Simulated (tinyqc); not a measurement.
Voltage drop against the resistance from a pad node to the supply.

A grid of 13 by 13 nodes with segments Rx (rows) and Ry (columns); every node draws I1 and the central node kh I1; pads with resistance Rp sit at the nodes whose row and column are multiples of the pitch, counting from 0. The drops u = Vdd - V follow from G u = i, with G the conductance matrix and i the load currents, solved directly. Here the pitch is 6.

Parameters, values chosen for the exercise:
- Vdd = 0.9 V (supply voltage)
- Rx = 0.18 ohm (resistance of a horizontal segment)
- Ry = 0.32 ohm (resistance of a vertical segment)
- kh = 8 (factor on the load at the hot node)
- I1 = 0.2 mA (load current of a node in the large grid)

Voltage drop against the resistance from a pad node to the supply:
columns A: Rp (ohm); B: pads; C: worst drop (mV); D: mean drop (mV); E: largest drop at a pad (mV); F: largest pad current (mA); G: worst drop over Vdd (%)
```
A       B        C        D         E       F         G
0.0079  9  0.62570  0.49111  0.060018  7.5972  0.069522
0.016   9  0.66241  0.52625   0.11849  7.4059  0.073601
0.031   9  0.72930  0.59061   0.22014  7.1014  0.081033
0.063   9  0.86846  0.72554   0.41620  6.6063  0.096496
0.13    9   1.1587   1.0016   0.77393  5.9533   0.12875
0.25    9   1.6570   1.4854    1.3355  5.3419   0.18412
0.5     9   2.6658   2.4773    2.3981  4.7962   0.29620
```

What does the comparison show?

The worst drop rises from 0.626 to 2.67 mV and the mean drop rises from 0.491 to 2.48 mV. The worst drop goes as Rp^(0.08) between the first two rows and Rp^(0.69) between the last two. The central node is itself a pad.

Program tinyqc, `OMP_NUM_THREADS=1 python tinyqc.py 2770152 2770153 out.jsonl`; Intel Xeon 2.30GHz, shared host, one thread, about 0.07 s.
